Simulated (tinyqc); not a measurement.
Surface photovoltage measurement of the minority-carrier diffusion length in a wafer: one step, computed by the program tinyqc.

Low injection, steady light, a depletion layer much thinner than 1/alpha and L. The excess density dn is taken at the front edge of the neutral region; light that reaches the back is lost.

Task: One wavelength. alpha = (84.732/lambda - 76.417)^2 per cm with lambda in micrometre (an empirical fit for silicon between 0.7 and 1.05 micrometre). Thick wafer: dn = Phi L/((S_f + D/L)(L + 1/alpha)). Finite wafer, with s = S_b L/D, w = W/L, a = alpha L: dn = [Phi a/(a^2 - 1)] [a - B - exp(-alpha W)(a - s)/(cosh w + s sinh w)]/(S_f + B D/L), B = (sinh w + s cosh w)/(cosh w + s sinh w). Photovoltage V = (k_B T/e) ln(1 + dn/n_0). Lifetime = L^2/D.

Inputs (values chosen for the exercise, modelled on p-type silicon at room temperature): diffusion length L = 95 micrometre; wafer thickness W = 775 micrometre; diffusivity D = 30.5 cm^2/s; front recombination velocity S_f = 25000 cm/s; back recombination velocity S_b = 650 cm/s; photon flux entering = 4.1e+13 1/(cm^2 s); minority density at the surface barrier scale n_0 = 1.4e+10 1/cm^3; temperature T = 298 K; wavelength = 928 nm.

Constants: k_B = 8.617333262e-05 eV/K.

Give: alpha; penetration depth 1/alpha; dn, thick wafer; B; dn, finite wafer; photovoltage V; lifetime.

Result:

alpha = 221.7 1/cm

penetration depth 1/alpha = 45.11 micrometre

dn, thick wafer = 9.854e+08 1/cm^3

B = 1.0000

dn, finite wafer = 9.854e+08 1/cm^3

photovoltage V = 1.747 mV

lifetime = 2.959 microsecond
